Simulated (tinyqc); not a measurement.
Frequency dispersion of an accumulation capacitance by border traps, distributed model: one step of the calculation.

Traps spread evenly through the insulator exchange electrons with the semiconductor by tunnelling, with tau(x) = t0 exp(2 ka x) at depth x from the interface. The admittance per area Y seen at depth x obeys dY/dx = -Y^2/(i w eps0 eox) + q Nb ln(1 + i w tau)/tau, with Y(0) = i w Cs and w = 2 pi f; the gate sees Y(tox) = G + i w C. Working variable y = Y/(i w), in uF/cm^2. Cox = eps0 eox/tox.

Task. Scales and lumped estimate. Cox; trap-free value 1/(1/Cox + 1/Cs); response depth d = ln(1/(w t0))/(2 ka), where w tau = 1; lumped estimate: all traps within d act as C_bt = q Nb d placed at d/2, so C = 1/{1/[1/(1/Cs + d/(2 eps0 eox)) + C_bt] + (tox - d/2)/(eps0 eox)}.

Values chosen for this exercise; permittivity close to that of aluminium oxide:
- eox = 8.43 (relative permittivity of the insulator)
- tox = 3.3 nm (insulator thickness)
- Cs = 2.8 uF/cm^2 (semiconductor capacitance in accumulation)
- Nb = 1.2e20 cm^-3 eV^-1 (density of border traps)
- ka = 3.8 1/nm (decay constant of the wave function in the insulator)
- t0 = 2e-9 s (time constant of a trap at the interface)
- f = 1e5 Hz (frequency)

Constants: q = 1.602176634e-19 C, eps0 = 8.8541878128e-14 F/cm where lengths are in cm. Results are converted to the units shown.

Find: Cox; trap-free C; d; C_bt; lumped C.

Result.

Cox = 2.2618 uF/cm^2
trap-free C = 1.2512 uF/cm^2
d = 0.87886 nm
C_bt = 1.6897 uF/cm^2
lumped C = 1.5935 uF/cm^2

The traps within reach amount to 0.603 Cs and lie in the first 26.6 % of the insulator.

Computed by the program tinyqc: `OMP_NUM_THREADS=1 python tinyqc.py 2202012 2202013 out.jsonl`, one thread of a shared Intel Xeon 2.30GHz, about 0.4 s for the whole run.
